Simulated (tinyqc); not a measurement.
# Worked calculation: electron continuity equation in a given potential, Scharfetter-Gummel discretisation

tinyqc, about 0.01 s, one thread, Intel Xeon 2.30GHz (shared host): `OMP_NUM_THREADS=1 python tinyqc.py 2220149 2220150 out.jsonl` Printed values are rounded.

Steady state in one dimension: J = q mu n E + q D dn/dx with E = -dpsi/dx and D = mu Vt, dJ/dx = q (n/tau - G), fixed densities nL and nR at the ends. The potential is given, psi = U x/L, and is not changed by the electrons.

Inputs (values chosen for the exercise); mobility close to that of In0.53Ga0.47As at room temperature: temperature T = 293 K; electron mobility mu = 11100 cm^2/(V s); length of the region L = 0.34 um; density at x = 0 nL = 1.1e15 cm^-3; density at x = L nR = 0 cm^-3; lifetime tau = 1.8e-12 s; uniform generation rate G = 8.5e26 cm^-3 s^-1; potential difference psi(L) - psi(0) U = 0.9 V.

Constants: q = 1.602176634e-19 C, kB = 1.380649e-23 J/K, Vt = kB T/q. Results are converted to the units shown.

Range of the model: The drift velocity mu E exceeds 1e7 cm/s somewhere, where real mobilities no longer stay constant.

## Potential on the mesh

9 equal intervals, h = L/9; psi = U x/L.

psi, node 0 to 9 (V): 0.000000  0.100000  0.200000  0.300000  0.400000  0.500000  0.600000  0.700000  0.800000  0.900000

## Bernoulli factors

d_i = (psi_(i+1) - psi_i)/Vt; B(d) = d/(exp(d) - 1), B(0) = 1. The flux on interval i is J_i = (q D/h) [n_(i+1) B(d_i) - n_i B(-d_i)].

```
interval      d_i     B(d_i)  B(-d_i)
0         3.96059  0.0769224  4.03751
1         3.96059  0.0769224  4.03751
2         3.96059  0.0769224  4.03751
3         3.96059  0.0769224  4.03751
4         3.96059  0.0769224  4.03751
5         3.96059  0.0769224  4.03751
6         3.96059  0.0769224  4.03751
7         3.96059  0.0769224  4.03751
8         3.96059  0.0769224  4.03751
```

The largest |d_i| is 3.96, above 2, where central differences lose the sign pattern that keeps densities positive.

## Tridiagonal system for the inner nodes

Row i (1 to 8): B(-d_(i-1)) n_(i-1) + b_i n_i + B(d_i) n_(i+1) = f_i with b_i = -B(-d_i) - B(d_(i-1)) - h^2/(D tau) and f_i = -G h^2/D; the known end values are moved to the right: f_1 loses B(-d_0) nL and f_8 loses B(d_8) nR. h = L/9, D = mu Vt.

```
node  diagonal b  right side f (cm^-3)
1       -4.14272           -4.48454e15
2       -4.14272           -4.32841e13
3       -4.14272           -4.32841e13
4       -4.14272           -4.32841e13
5       -4.14272           -4.32841e13
6       -4.14272           -4.32841e13
7       -4.14272           -4.32841e13
8       -4.14272           -4.32841e13
```

## Densities and current

B(d) = d/(exp(d) - 1) with d_i = (psi_(i+1) - psi_i)/Vt; b and f are the diagonal and right side of the balance equations. Solve B(-d_(i-1)) n_(i-1) + b_i n_i + B(d_i) n_(i+1) = f_i (end values already in f), then J_i = (q D/h) [n_(i+1) B(d_i) - n_i B(-d_i)], h = L/9, D = mu Vt.

n, node 0 to 9 (cm^-3): 1.1e15  1.10305e15  1.10608e15  1.10908e15  1.11207e15  1.11503e15  1.11797e15  1.12049e15  1.10248e15  0
J, interval 0 to 8 (in units of 1e4 A/cm^2): -5.17805  -5.19241  -5.20666  -5.22082  -5.23487  -5.24882  -5.26268  -5.27645  -5.29082

Against a mesh 200 times finer the densities are off by at most 0.0039 % of their local values.
